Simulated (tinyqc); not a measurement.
Worked calculation: time-domain thermoreflectance: layered heat flow under a modulated pulse train, and what the signal ratio measures. Computed by tinyqc, a small Python program that keeps every step. Command: `OMP_NUM_THREADS=1 python tinyqc.py 3111519 3111520 out.jsonl tdtr walk`. One thread of a shared host (Intel(R) Xeon(R) Processor @ 2.30GHz), about 0.2 s of CPU time with the checks. Intermediate numbers are printed to about 6 digits and carried at full precision; extremes and crossings named in words are read from the listed rows.

Pulses repeat at 80 MHz; heat is laid down at the surface, all layers are isotropic, and the film is in perfect contact with the substrate.

Inputs (values chosen for the exercise, modelled on aluminium on silicon):
```
quantity                                value        unit
metal thickness d                         110          nm
metal conductivity                        190     W/(m K)
metal heat capacity                      2.42  MJ/(m^3 K)
boundary conductance G under the metal    170  MW/(m^2 K)
film thickness                            6.5          nm
film conductivity                         8.9     W/(m K)
film heat capacity                        2.5  MJ/(m^3 K)
substrate conductivity kappa              142     W/(m K)
substrate heat capacity C                1.64  MJ/(m^3 K)
modulation frequency f                    9.8         MHz
spot radius w (1/e^2, pump and probe)     6.6  micrometre
delay t                                  3800          ps
```

Stack: metal, film, substrate.

## Length and time scales

Penetration depth sqrt(kappa/(pi f C)); effusivity sqrt(kappa C); cooling time of the metal d C_m/G; Kapitza length kappa/G.

penetration depth = 1.67700 micrometre

effusivity = 15260.4 W s^(1/2)/(m^2 K)

cooling time of the metal = 1565.88 ps

Kapitza length = 835.294 nm

depth over spot radius = 0.254092

## Impedance at k = 0 and the modulation frequency

For radial wave number k and angular frequency W each layer has u = sqrt(4 pi^2 k^2 + i W C/kappa) and gamma = kappa u. Surface impedance from below: Z = 1/gamma for the substrate; a layer of thickness L maps Z to (Z + tanh(u L)/gamma)/(1 + gamma Z tanh(u L)); a boundary adds 1/G. Take k = 0 and W = 2 pi f.

Z of the substrate = 5.90495-5.90495i m^2 K/GW

Z at the surface = 10.5048-7.3351i m^2 K/GW

## Response at the modulation frequency

Response per absorbed watt H(W) = 2 pi int_0^(2/w) Z(k, W) exp(-pi^2 k^2 w^2) k dk by 20 Gauss-Legendre points.

H(2 pi f) = 0.0783294-0.0499879i K/mW

phase of H(2 pi f) = -32.5450 degrees

## Signal at one delay

Signal: X + iY = sum_(m = -M..M) H(2 pi (f + m f_r)) exp(i 2 pi m f_r t) exp(-pi (m/M)^2 x 4), f_r = 80 MHz, M = 4000, with H(-W) the complex conjugate of H(W); V_in = X, V_out = Y, ratio = -V_in/V_out.

V_in = 0.0863202 K/mW

V_out = -0.0557602 K/mW

ratio -V_in/V_out = 1.54806

## Ratio and sensitivities against delay

Sensitivity S = ln(ratio'/ratio)/ln(1.01) for a rise of one input by 1 %.

Ratio and sensitivities:
```
t (ps)    ratio  S to kappa     S to G     S to d    S to C     S to w  S to film conductivity
100     7.98743    0.496179   0.124505  -0.957903  0.395919  -0.177004               0.0166534
200     7.27791    0.474603   0.082008  -0.910091  0.377051  -0.169959               0.0115942
400     6.20716    0.438580   0.015828  -0.769030  0.344952  -0.159025               0.0034563
800     4.77353    0.386514  -0.075290  -0.566521  0.296719  -0.145362              -0.0079193
1500    3.34762    0.328490  -0.171881  -0.340955  0.238779  -0.134748              -0.0201332
2500    2.28120    0.276980  -0.246974  -0.145531  0.180614  -0.132664              -0.0297817
4000    1.46836    0.229340  -0.294819   0.021902  0.115339  -0.143040              -0.0361480
```

The largest sensitivity in size at 100 ps is to d (-0.96). The sensitivity to G changes sign between 400 and 800 ps, which helps to separate G from inputs whose sensitivity keeps its sign. At 400 ps an error of 3 % in d passes on as 5 % in kappa.

Checks made by the program: steady rise of a bare substrate, 1/(2 sqrt(pi) w kappa), from the same quadrature (relative difference below 1e-10).
